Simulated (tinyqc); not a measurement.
From results back to parameters: localisation in a chain with random site energies (transfer matrices). Five cases, with inputs chosen for the exercise.

Problem. In the localised range mean ln T = c - 2N/xi, xi being the localisation length in sites, and site energies spread evenly over a width W give xi = 24 (4t^2 - E^2)/W^2 for weak disorder. The two means come from a hidden xi.

Find: xi; W.

Method. The slope gives xi = 2 (N2 - N1)/(difference of the means), and W = sqrt(24 (4t^2 - E^2)/xi).

Case 1.

Values chosen: t = 1.28 eV (hopping); E = -1.19 eV (energy); N1 = 69 (first length); N2 = 259 (second length).

mean ln T: N1 -9.71907, N2 -34.88464

Solution.

xi = 15.1 sites
W = 2.86 eV

Case 2.

Values chosen: t = 1.05 eV (hopping); E = -0.34 eV (energy); N1 = 61 (first length); N2 = 260 (second length).

mean ln T: N1 -3.94709, N2 -16.26907

Solution.

xi = 32.3 sites
W = 1.79 eV

Case 3.

Values chosen: t = 1.85 eV (hopping); E = -2.25 eV (energy); N1 = 60 (first length); N2 = 185 (second length).

mean ln T: N1 -13.15348, N2 -40.32739

Solution.

xi = 9.2 sites
W = 4.74 eV

Case 4.

Values chosen: t = 1.34 eV (hopping); E = -1.79 eV (energy); N1 = 53 (first length); N2 = 128 (second length).

mean ln T: N1 -5.53392, N2 -13.26588

Solution.

xi = 19.4 sites
W = 2.22 eV

Case 5.

Values chosen: t = 1.56 eV (hopping); E = -1.24 eV (energy); N1 = 53 (first length); N2 = 148 (second length).

mean ln T: N1 -3.64322, N2 -10.08390

Solution.

xi = 29.5 sites
W = 2.58 eV

Computed by tinyqc, one run a case: `OMP_NUM_THREADS=1 python tinyqc.py N N+1 out.jsonl` with N = 1480045, 1480058, 1480081, 1480188, 1480244; one thread of a shared Intel(R) Xeon(R) Processor @ 2.30GHz, about 0.08 s a run at most.
